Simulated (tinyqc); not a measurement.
Deep level as a short-range spherical well: one step. Peak of the photo-ionisation cross-section. Three cases, with inputs chosen for the exercise.

Question. The maximum lies at x = 2. Give the photon energy, its wavelength and sigma there.

Lucovsky model (delta well, plane-wave final states, no local-field factor): sigma = (32 pi alpha c/(3 n_r m Et)) (x - 1)^(3/2)/x^3, x = h nu/Et, c = hbar^2/2m0; 1 angstrom^2 = 1e-16 cm^2.

Constants: hbar^2/2m0 = 3.80998211 eV angstrom^2; fine-structure constant alpha = 0.007297352564; hc = 1239.841984 eV nm.

Case 1.

Values chosen (out of a larger set: near those of Si; not measured data): m = 0.249 m0 (mass); n_r = 3.51 (refractive index).

Et = 0.151142 eV

Case 2.

Values chosen (out of a larger set: near those of 4H SiC; not measured data): m = 0.404 m0 (mass); n_r = 2.67 (refractive index).

Et = 0.280648 eV

Case 3.

Values chosen (out of a larger set: near those of 4H SiC; not measured data): m = 0.405 m0 (mass); n_r = 2.55 (refractive index).

Et = 0.079739 eV

Give: h nu; wavelength; sigma.

Answer.

Case 1.

h nu = 0.302 eV
wavelength = 4102 nm
sigma = 88.2 x 1e-18 cm^2

With 73 % of the state outside the well the delta-well form is a fair model.

Case 2.

h nu = 0.561 eV
wavelength = 2209 nm
sigma = 38.5 x 1e-18 cm^2

With 49 % of the state outside the well the delta-well form is only a rough model of this centre.

Case 3.

h nu = 0.159 eV
wavelength = 7774 nm
sigma = 141 x 1e-18 cm^2

With 81 % of the state outside the well the delta-well form is a fair model.

Computed by tinyqc, one run a case: `OMP_NUM_THREADS=1 python tinyqc.py N N+1 out.jsonl` with N = 1250762, 1250770, 1250866; one thread of a shared Intel(R) Xeon(R) Processor @ 2.30GHz, about 0.01 s a run at most.
